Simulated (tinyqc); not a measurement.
Reverse leakage of an n+-p junction: diffusion, generation, trap-assisted and band-to-band tunnelling: leakage components against the reverse bias.

One-sided abrupt junction in the depletion approximation, x from the junction (0) to W on the p side, field F = F0 (1 - x/W). Flat quasi-Fermi levels, long p side. Traps generate through SRH with both lifetimes shortened by 1 + Gamma (Hurkx enhancement, form for moderate fields); band-to-band generation is local and needs a total bending above Eg.

ni = sqrt(Nc Nv) exp(-Eg/(2 Vt)), Eg in volts; Vbi = Vt ln(Na Nd/ni^2); W = sqrt(2 eps0 eps_r (Vbi + VR)/(q Na)); F0 = 2 (Vbi + VR)/W; FG = sqrt(24 mt m0 (kB T)^3)/(q hbar); J_diff = q ni^2 sqrt(Dn/tau)(1 - exp(-VR/Vt))/Na. u = (Vbi + VR)(1 - x/W)^2, p = Na exp(-u/Vt), n = Nd exp((u - Vbi - VR)/Vt); G0 = ni^2 (1 - exp(-VR/Vt))/(tau (n + p + 2 ni cosh(Et/Vt))); Gamma = 2 sqrt(3 pi)(F/FG) exp((F/FG)^2); trap-assisted part G0 Gamma; G_bb = Ab F^2.5 exp(-Bb/F) with F in V/cm, zero unless Vbi + VR > Eg. Currents are q times the integrals over 0 to W; J_bb under 1e-8 of J is printed as 0; rows with F0/FG above 2.2, beyond the range of this Gamma, are left out.

Inputs (values chosen for the exercise); band and dielectric values close to those of silicon: temperature T = 300 K; band gap Eg = 1.12 eV; relative permittivity eps_r = 11.8; conduction-band density of states at T Nc = 2.79e19 cm^-3; valence-band density of states at T Nv = 2.67e19 cm^-3; acceptor density of the lighter side Na = 3.9e17 cm^-3; donor density of the heavier side Nd = 1e20 cm^-3; SRH lifetime of both carriers at zero field tau = 5e-8 s; trap level above the intrinsic level Et = 0 eV; tunnelling mass mt = 0.26 m0; electron diffusion coefficient on the lighter side Dn = 5.5 cm^2/s; band-to-band prefactor Ab = 2.2e14 cm^-0.5 V^-2.5 s^-1; band-to-band field constant Bb = 1.96e7 V/cm.

Constants: q = 1.602176634e-19 C, kB = 1.380649e-23 J/K, hbar = 1.054571817e-34 J s, m0 = 9.1093837015e-31 kg, Vt = kB T/q, eps0 = 8.8541878128e-14 F/cm where lengths are in cm. Results are converted to the units shown.

Leakage components against the reverse bias:

| VR (V) | F0 (kV/cm) | F0/FG | J_diff (A/cm^2) | J_SRH (A/cm^2) | J_TAT (A/cm^2) | J_bb (A/cm^2) | J (A/cm^2) | largest part |
|---|---|---|---|---|---|---|---|---|
| 0.2 | 386 | 1.03 | 4.91e-13 | 1.59e-8 | 1.05e-7 | 0 | 1.21e-7 | trap-assisted tunnelling |
| 0.5 | 430 | 1.14 | 4.91e-13 | 3.24e-8 | 2.73e-7 | 0 | 3.05e-7 | trap-assisted tunnelling |
| 0.8 | 470 | 1.25 | 4.91e-13 | 4.64e-8 | 4.89e-7 | 0 | 5.36e-7 | trap-assisted tunnelling |
| 1.1 | 506 | 1.35 | 4.91e-13 | 5.89e-8 | 7.68e-7 | 1.96e-14 | 8.27e-7 | trap-assisted tunnelling |
| 1.4 | 541 | 1.44 | 4.91e-13 | 7.03e-8 | 1.13e-6 | 3.04e-13 | 1.20e-6 | trap-assisted tunnelling |
| 1.7 | 573 | 1.52 | 4.91e-13 | 8.07e-8 | 1.59e-6 | 3.01e-12 | 1.67e-6 | trap-assisted tunnelling |
| 2 | 603 | 1.60 | 4.91e-13 | 9.05e-8 | 2.19e-6 | 2.13e-11 | 2.28e-6 | trap-assisted tunnelling |
| 2.3 | 632 | 1.68 | 4.91e-13 | 9.96e-8 | 2.96e-6 | 1.16e-10 | 3.06e-6 | trap-assisted tunnelling |
| 2.6 | 660 | 1.76 | 4.91e-13 | 1.08e-7 | 3.95e-6 | 5.17e-10 | 4.06e-6 | trap-assisted tunnelling |

What does the comparison show?

J rises from 1.21e-7 to 4.06e-6 A/cm^2. Trap-assisted tunnelling leads at VR = 0.2 and in all other rows. The ratio J_TAT/J_SRH goes from 6.62 to 36.4 as F0/FG goes from 1.03 to 1.76.

Range of the model: The n+ side is degenerate, so Vbi from Boltzmann statistics is only a guide.

Numbers from tinyqc (`OMP_NUM_THREADS=1 python tinyqc.py 2290093 2290094 out.jsonl`; about 0.01 s on one thread of a shared Intel Xeon 2.30GHz).
